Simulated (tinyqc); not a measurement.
# Inputs raised by 5 %, one at a time

Model: deep-level transient spectroscopy (DLTS) of one majority-carrier trap. Computed by tinyqc, a small Python program. Command: `OMP_NUM_THREADS=1 python tinyqc.py 3004634 3004635 out.jsonl dlts sens`. One thread of a shared host (Intel(R) Xeon(R) Processor @ 2.30GHz), about 0.07 s of CPU time with the checks.

A filling pulse loads the traps in a one-sided junction; under reverse bias they empty at the rate e, and the capacitance relaxes as C(t) = C_0 - dC exp(-e t). The signal is S = [C(t_2) - C(t_1)]/dC.

Inputs (values chosen for the exercise, with mass and screening modelled on InP):
```
quantity,value,unit
density-of-states mass m,0.0797,m_0
valleys M,1,-
trap depth E_t,0.414,eV
cross-section sigma_0,3e-14,cm^2
degeneracy ratio g,1,-
gate time t_1,0.0007,s
ratio t_2/t_1,4,-
temperature T,246,K
doping N,6.7e+16,cm^-3
trap density N_t,6.2e+15,cm^-3
dielectric constant eps,12.1,-
built-in voltage V_b,0.54,V
reverse bias V_r,2,V
diode area,0.00093,cm^2
capture barrier E_b,0.066,eV
```

Carriers: electrons. Extra term: capture barrier.

Constants: k_B = 8.617333262e-05 eV/K; k_B = 1.380649e-23 J/K; m_0 = 9.1093837015e-31 kg; h = 6.62607015e-34 J s; eps_0 = 8.8541878128e-12 F/m; e = 1.602176634e-19 C.

Method:
- e = g sigma v N_b exp(-E/k_B T), v = sqrt(3 k_B T/m), N_b = 2 M (2 pi m k_B T/h^2)^(3/2), sigma = sigma_0 exp(-E_b/k_B T), E = E_t.
- S(e) = exp(-e t_1) - exp(-e t_2) peaks at the rate window e_0 = ln(t_2/t_1)/(t_2 - t_1).
- T_p solves e(T) = e_0 (bisection between 15 and 1500 K); the half-height points solve S = S_max/2 on either side.
- W = sqrt(2 eps eps_0 (V_b + V_r)/(e N)), C_0 = eps eps_0 area/W. The pulse goes to zero bias, W_0 = W(V_r = 0). Traps within lambda = sqrt(2 eps eps_0 (E_t - E_F)/(e^2 N)) of the depletion edge stay filled, with E_F = k_B T_p ln(N_b/N) from the band, N_b = 2 M (2 pi m k_B T_p/h^2)^(3/2) (dopants taken as fully ionised). dC = C_0 (N_t/2N) f, f = [(W - lambda)^2 - max(W_0 - lambda, 0)^2]/W^2. The simple estimate is 2 N dC/C_0.

Runs:
```
input moved,from,to,full width (K),transient amplitude dC (fF),C_0 (pF),emission rate e (1/s)
base run,-,-,31.35,772.3,44.25,69.10
trap depth E_t (eV),0.414,0.4347,32.47,752.6,44.25,26.03
gate time t_1 (s),0.0007,0.000735,31.22,772.1,44.25,69.10
ratio t_2/t_1,4,4.2,31.46,772.2,44.25,69.10
capture barrier E_b (eV),0.066,0.0693,31.52,772.9,44.25,59.14
doping N (cm^-3),6.7e+16,7.035e+16,31.35,752.4,45.34,69.10
trap density N_t (cm^-3),6.2e+15,6.51e+15,31.35,810.9,44.25,69.10
reverse bias V_r (V),2,2.1,31.35,776.2,43.40,69.10
```

Exponents ln(y'/y) / ln(x'/x):
```
input,full width,transient amplitude dC,C_0,emission rate e
trap depth E_t,0.720,-0.530,0.000,-20.014
gate time t_1,-0.084,-0.005,0.000,0.000
ratio t_2/t_1,0.072,-0.003,0.000,0.000
capture barrier E_b,0.117,0.015,0.000,-3.191
doping N,0.000,-0.534,0.500,0.000
trap density N_t,0.000,1.000,0.000,0.000
reverse bias V_r,0.000,0.104,-0.396,0.000
```

To which inputs is each result most sensitive?

Among the inputs moved here: full width answers most in size to trap depth E_t (exponent +0.720), next to capture barrier E_b (+0.117); its exponent is below 0.0005 for doping N, trap density N_t, reverse bias V_r. Transient amplitude dC answers most in size to trap density N_t (exponent +1.000), next to doping N (-0.534). Its exponent +1.000 in trap density N_t: dC is linear in N_t. C_0 answers most in size to doping N (exponent +0.500), next to reverse bias V_r (-0.396); its exponent is below 0.0005 for trap depth E_t, gate time t_1, ratio t_2/t_1, capture barrier E_b, trap density N_t. Its exponent +0.500 in doping N: C goes as sqrt(N). Emission rate e answers most in size to trap depth E_t (exponent -20.014), next to capture barrier E_b (-3.191); its exponent is below 0.0005 for gate time t_1, ratio t_2/t_1, doping N, trap density N_t, reverse bias V_r.

Caution (all rows): N_t is not very small against the doping, so the transient is not exactly a single exponential.
